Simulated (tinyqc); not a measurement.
Temperature and isotope dependence of a band gap in oscillator models: one step. Slope and asymptote. Five cases, with inputs chosen for the exercise.

Question. dE/dT = -sum sl_i (th_i/T)^2 n_i (1 + n_i). At high T, n -> T/th - 1/2, so E -> E0 + ZP - (sum sl_i) T. Give the slope, its ratio to the limit, and the value at 0 K of the tangent drawn at T.

E(T) = E0 - sum_i sl_i th_i n_i(T), n = 1/(exp(th/T) - 1). The same coupling lowers the gap at 0 K by the zero-point term ZP = sum_i sl_i th_i/2, so the gap of the static lattice is E0 + ZP. Thermal expansion is taken as part of the slopes.

Give: dE/dT; ratio to the limiting slope; intercept of the tangent; intercept - E0.

Case 1.

Values chosen (near those of SiC; not measured data): E0 = 3.289 eV (gap at 0 K); th = (300, 931) K (temperatures of two oscillators); sl = (0.2084, 0.3126) meV/K (their high-temperature slopes); T = 50 K (temperature).

Answer.

dE/dT = -0.0187 meV/K
ratio to the limiting slope = 0.0359
intercept of the tangent = 3.2898 eV
intercept - E0 = 0.78 meV

The tangent recovers 0 % of ZP: the extrapolation works only from T well above the higher oscillator (931 K).

Case 2.

Values chosen (near those of GaP; not measured data): E0 = 2.332 eV (gap at 0 K); th = (107, 449) K (temperatures of two oscillators); sl = (0.1927, 0.3143) meV/K (their high-temperature slopes); T = 600 K (temperature).

Answer.

dE/dT = -0.4922 meV/K
ratio to the limiting slope = 0.9709
intercept of the tangent = 2.3950 eV
intercept - E0 = 62.98 meV

The tangent recovers 78 % of ZP: the extrapolation works only from T well above the higher oscillator (449 K).

Case 3.

Values chosen (near those of InAs; not measured data): E0 = 0.418 eV (gap at 0 K); th = (51, 174) K (temperatures of two oscillators); sl = (0.1043, 0.1777) meV/K (their high-temperature slopes); T = 400 K (temperature).

Answer.

dE/dT = -0.2791 meV/K
ratio to the limiting slope = 0.9897
intercept of the tangent = 0.4338 eV
intercept - E0 = 15.78 meV

The tangent recovers 87 % of ZP: the extrapolation works only from T well above the higher oscillator (174 K).

Case 4.

Values chosen (near those of diamond; not measured data): E0 = 5.442 eV (gap at 0 K); th = (511, 1609) K (temperatures of two oscillators); sl = (0.239, 0.33) meV/K (their high-temperature slopes); T = 200 K (temperature).

Answer.

dE/dT = -0.1494 meV/K
ratio to the limiting slope = 0.2625
intercept of the tangent = 5.4614 eV
intercept - E0 = 19.41 meV

The tangent recovers 6 % of ZP: the extrapolation works only from T well above the higher oscillator (1609 K).

Case 5.

Values chosen (near those of InP; not measured data): E0 = 1.415 eV (gap at 0 K); th = (126, 304) K (temperatures of two oscillators); sl = (0.069, 0.337) meV/K (their high-temperature slopes); T = 300 K (temperature).

Answer.

dE/dT = -0.3776 meV/K
ratio to the limiting slope = 0.9300
intercept of the tangent = 1.4532 eV
intercept - E0 = 38.23 meV

The tangent recovers 69 % of ZP: the extrapolation works only from T well above the higher oscillator (304 K).

Computed by tinyqc, one run a case: `OMP_NUM_THREADS=1 python tinyqc.py N N+1 out.jsonl` with N = 1850071, 1850157, 1850163, 1850174, 1850253; one thread of a shared Intel(R) Xeon(R) Processor @ 2.30GHz, about 0.01 s a run at most.
